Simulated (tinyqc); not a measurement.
Well width for a wanted wavelength.

Question. The layer is x parts of the first compound and 1 - x of the second, grown coherently on the third as substrate and barrier. Rows of the table: lattice constant a, average valence level Ea on an absolute scale, spin-orbit splitting so, gaps at Gamma, X and L, hydrostatic deformation potentials av and ac (Gamma), shear potential b, elastic constants, electron and heavy-hole (along z) masses. All are interpolated linearly in x; gaps get -C x (1 - x), taken wholly in the conduction band; real line-ups can differ from this model by 0.1 eV or more. In-plane strain e = (a_substrate - a)/a, e_z = -2 (c12/c11) e, volume change 2 e + e_z. With v = 2 e + e_z and d = 2 b (e_z - e): Eav = Ea + av v; E_hh = Eav + so/3 - d/2; E_lh = Eav - so/6 + d/4 + sqrt(so^2 + so d + 9 d^2/4)/2; E_c = Ea + so/3 + EG + ac v (Gamma). Substrate: E_v = Ea + so/3, E_c = E_v + EG. Well depths: dEc = E_c(substrate) - E_c, dEhh = E_hh - E_v(substrate), dElh likewise; strained Gamma gap E_c - max(E_hh, E_lh); positive values confine carriers in the layer. Lowest level of a finite well of width Lw and depth V: kw Lw/2 = arctan(sqrt((mw/mb)(V - E)/E)), kw = sqrt(mw E/C), C = hbar^2/(2 m0), for electrons (dEc) and heavy holes (dEhh), mb from the substrate; transition E_c - E_hh + both levels, without exciton binding; wavelength h c/E. Find Lw and the two levels.

Inputs (values chosen for the exercise): fraction of the first compound in the layer x = 0.66; bowing of the Gamma gap CG = 0.477 eV; bowing of the X gap CX = 1.4 eV; bowing of the L gap CL = 0.33 eV.

Constants: q = 1.602176634e-19 C, hbar = 1.054571817e-34 J s, h = 6.62607015e-34 J s, m0 = 9.1093837015e-31 kg, c = 299792458 m/s, hbar^2/(2 m0) = 0.0380998212 eV nm^2. Results are converted to the units shown.

Binary compounds, values chosen for the exercise:
```
              close to InAs  close to GaAs  close to InP
a (angstrom)          6.058          5.653         5.869
Ea (eV)               -6.67          -6.92         -7.04
so (eV)               0.382          0.335         0.109
EG (eV)               0.351           1.43          1.34
EX (eV)                1.37            1.9          2.19
EL (eV)                1.08           1.73           1.9
av (eV)                1.01           1.16          1.27
ac (eV)               -5.15          -7.27            -5
b (eV)                 -1.8          -1.68         -1.72
c11 (GPa)              83.7            120           101
c12 (GPa)              44.6           53.3          56.4
me (m0)              0.0231         0.0665        0.0793
mh (m0)               0.329          0.349         0.536
```

wavelength = 1614.1222 nm

Answer. Both levels fall steadily as the well widens, so the wavelength rises steadily and one width matches.

Lw = 5.000 nm
electron level = 99.29 meV
heavy-hole level = 27.71 meV

Numbers from tinyqc (`OMP_NUM_THREADS=1 python tinyqc.py 2690127 2690128 out.jsonl`; about 0.01 s on one thread of a shared Intel Xeon 2.30GHz).
